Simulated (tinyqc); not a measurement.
How errors in the targets pass to the parameters: fitting sp3s* parameters to three gaps by Newton steps.

J:
```
            Vss     Vxapc     Vpaxc
Gamma  -0.85510   0.00000   0.00000
X       0.00000  -0.87760   0.00000
L      -0.17681  -0.24491  -0.14193
```

The gaps at Gamma, X and L of an sp3s* model are fitted with Vss, Vxapc and Vpaxc; J holds the derivatives of the gaps by these parameters at the start. The change of each parameter for +10 meV on one target is 10 J^-1, in meV.

Shifts (meV):
```
target raised    Vss  Vxapc  Vpaxc
Gamma          -11.7    0.0   14.6
X                0.0  -11.4   19.7
L                0.0    0.0  -70.5
```

root sum of squares (meV): Vss 11.7, Vxapc 11.4, Vpaxc 74.6

Independent errors of 10 meV leave Vpaxc least certain (75 meV) and Vxapc best fixed (11.4 meV, level with Vss). The largest single entry, 70 meV, comes from the target at L.

Program tinyqc; command `OMP_NUM_THREADS=1 python tinyqc.py 1482087 1482088 out.jsonl`; about 0.4 s on one thread of a shared Intel(R) Xeon(R) Processor @ 2.30GHz.
